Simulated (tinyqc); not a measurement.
Inside a calculation. Method: Hubbard ring of 4 sites. Computed by tinyqc, a small Python program that keeps every step. Settings: hopping = 1.63, U = 3.7, mixing = 0.5, iteration cap = 65. Command: `OMP_NUM_THREADS=1 python tinyqc.py 23526 23527 out.jsonl` (the two numbers bound the seeds that draw the settings). One thread of a shared host (Intel(R) Xeon(R) Processor @ 2.60GHz), about 0.2 s of CPU time with the checks.

one-body matrix (hopping and site energies) (eV):
```
           1          2          3          4
1   0.330000  -1.630000   0.000000  -1.630000
2  -1.630000   1.000000  -1.630000   0.000000
3   0.000000  -1.630000  -0.020000  -1.630000
4  -1.630000   0.000000  -1.630000   0.610000
```

U = 3.700000 eV

electrons, up and down: 2  2

n(up) at the start (a guess, not normalised): 1 0.500000, 2 0.500000, 3 0.500000, 4 0.500000

n(down) at the start (a guess): 1 0.500000, 2 0.500000, 3 0.500000, 4 0.500000

Each step fills the lowest levels of T + U n(other spin) and sets n(new) = n + mixing (n(out) - n); stop when output and input agree to 1e-8.

Course of the cycle:
```
iteration       E (eV)  largest |n(out) - n(in)|  mean |n_up - n_down|
1          -0.48585507                  2.98e-01              0.000000
2           0.80204003                  4.08e-01              0.000000
3          -0.31898275                  3.57e-01              0.000000
4           0.72854328                  3.76e-01              0.000000
5          -0.29533018                  3.70e-01              0.000000
6           0.71890490                  3.72e-01              0.000000
7          -0.29233056                  3.71e-01              0.000000
8           0.71768721                  3.71e-01              0.000000
9          -0.29195647                  3.71e-01              0.000000
10          0.71753608                  3.71e-01              0.000000
11         -0.29190992                  3.71e-01              0.000000
...                ...                       ...                   ...
55         -0.29190331                  3.71e-01              0.000000
56          0.71751467                  3.71e-01              0.000000
57         -0.29190331                  3.71e-01              0.000000
58          0.71751467                  3.71e-01              0.000000
59         -0.29190331                  3.71e-01              0.000000
60          0.71751467                  3.71e-01              0.000000
61         -0.29190331                  3.71e-01              0.000000
62          0.71751467                  3.71e-01              0.000000
63         -0.29190331                  3.71e-01              0.000000
64          0.71751467                  3.71e-01              0.000000
65         -0.29190331                  3.71e-01              0.000000
```

Can the last value be used, and what does the course show?

Not by the stop rule. Not converged within 65 iterations: the residual has stopped falling: the iteration swings between two states. The lowest mean-field energy found from random starts is -2.20271 eV. Reruns (cap 100 unless said): mixing 0.2: not converged; mixing 0.9: not converged; the original settings with a cap of 400: not converged.
